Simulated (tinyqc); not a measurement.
sp3s* tight binding: one step. Levels at this k. The numbers come from values chosen for the exercise (near a published set for GaAs, fitted to gaps, whose masses and valley positions are rough).

H(k) (eV):
```
                      sa                   xa                   ya                   za                  s*a
sa             -8.414000                    0                    0                    0                    0
xa                     0             1.043000                    0                    0                    0
ya                     0                    0             1.043000                    0                    0
za                     0                    0                    0             1.043000                    0
s*a                    0                    0                    0                    0             8.616000
sc   -2.941381-1.665314i   1.801073+2.177123i   1.801073+2.177123i   1.801073+2.177123i                    0
xc   -1.402539-1.695378i   0.883329+0.500112i  -1.592570-1.925087i  -1.592570-1.925087i  -1.515556-1.831993i
yc   -1.402539-1.695378i  -1.592570-1.925087i   0.883329+0.500112i  -1.592570-1.925087i  -1.515556-1.831993i
zc   -1.402539-1.695378i  -1.592570-1.925087i  -1.592570-1.925087i   0.883329+0.500112i  -1.515556-1.831993i
s*c                    0   1.523383+1.841453i   1.523383+1.841453i   1.523383+1.841453i                    0

                      sc                   xc                   yc                   zc                 s*c
sa   -2.941381+1.665314i  -1.402539+1.695378i  -1.402539+1.695378i  -1.402539+1.695378i                   0
xa    1.801073-2.177123i   0.883329-0.500112i  -1.592570+1.925087i  -1.592570+1.925087i  1.523383-1.841453i
ya    1.801073-2.177123i  -1.592570+1.925087i   0.883329-0.500112i  -1.592570+1.925087i  1.523383-1.841453i
za    1.801073-2.177123i  -1.592570+1.925087i  -1.592570+1.925087i   0.883329-0.500112i  1.523383-1.841453i
s*a                    0  -1.515556+1.831993i  -1.515556+1.831993i  -1.515556+1.831993i                   0
sc             -2.683000                    0                    0                    0                   0
xc                     0             3.634000                    0                    0                   0
yc                     0                    0             3.634000                    0                   0
zc                     0                    0                    0             3.634000                   0
s*c                    0                    0                    0                    0            6.714000
```

Task: Diagonalise H, which belongs to k = (0.44, 0.44, 0.44) (2 pi/a). Four bands are filled (two electrons each); give the make-up of band 5, the lowest empty one.

Give: levels; weights of band 5; weight of band 5 on atom a.

Result:

levels (eV): [-10.9797, -6.7969, -1.3615, -1.3615, 1.6646, 3.8116, 6.0385, 6.0385, 9.2556, 11.9547]

weights of band 5: s 0.549, p 0.312, s* 0.139

weight of band 5 on atom a = 0.317

The vertical gap at this k is 3.0261 eV; band 5 is mostly s-like.

(tinyqc, `OMP_NUM_THREADS=1 python tinyqc.py 1451254 1451255 out.jsonl`, Intel(R) Xeon(R) Processor @ 2.30GHz, 1 thread, shared host, about 0.06 s.)
